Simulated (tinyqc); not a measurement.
Deformation potentials from a strained empirical pseudopotential: one step. Xu of the Delta valleys and b. Five cases, with inputs chosen for the exercise.

Task: For e = diag(-h/2, -h/2, h): E(Delta z) - E(Delta x) = Xu (ezz - exx), and without spin-orbit coupling E(Z) - E(X, Y) = 3 b (ezz - exx); Z is the single level, X and Y the pair.

Case 1.

Values chosen (out of a larger set: a germanium-sized cell with gaps well above those of Ge; not measured data): h = 0.001 (size of the test strain).

Delta x, Delta z (eV): [1.4112887, 1.4228568]

valence levels (eV): [-0.0090330, 0.0045165, 0.0045165]

Case 2.

Values chosen (out of a larger set: near those of Si; not measured data): h = 0.005 (size of the test strain).

Delta x, Delta z (eV): [1.2547631, 1.3140658]

valence levels (eV): [-0.0503933, 0.0251966, 0.0251966]

Case 3.

Values chosen (out of a larger set: a germanium-sized cell with gaps well above those of Ge; not measured data): h = 0.001 (size of the test strain).

Delta x, Delta z (eV): [1.4820002, 1.4936547]

valence levels (eV): [-0.0090250, 0.0045125, 0.0045125]

Case 4.

Values chosen (out of a larger set: near those of Si; not measured data): h = 0.005 (size of the test strain).

Delta x, Delta z (eV): [1.1328934, 1.1925020]

valence levels (eV): [-0.0499635, 0.0249817, 0.0249817]

Case 5.

Values chosen (out of a larger set: near those of Si; not measured data): h = 0.005 (size of the test strain).

Delta x, Delta z (eV): [1.0870340, 1.1467884]

valence levels (eV): [-0.0496310, 0.0248155, 0.0248155]

Give: Xu; b.

Result:

Case 1.

Xu = 7.71 eV
b = -3.01 eV

Case 2.

Xu = 7.91 eV
b = -3.36 eV

Case 3.

Xu = 7.77 eV
b = -3.01 eV

Case 4.

Xu = 7.95 eV
b = -3.33 eV

Case 5.

Xu = 7.97 eV
b = -3.31 eV

Stretching along z raises the valleys on the z axis and lowers the Z valence state. One-sided differences carry an error of order h. A local potential fitted to band energies alone fixes these slopes only roughly; b tends to come out too large and Xu of L too small.

Computed by tinyqc, one run a case: `OMP_NUM_THREADS=1 python tinyqc.py N N+1 out.jsonl` with N = 1850854, 1850883, 1851037, 1851147, 1851176; one thread of a shared Intel(R) Xeon(R) Processor @ 2.30GHz, about 0.3 s a run at most.
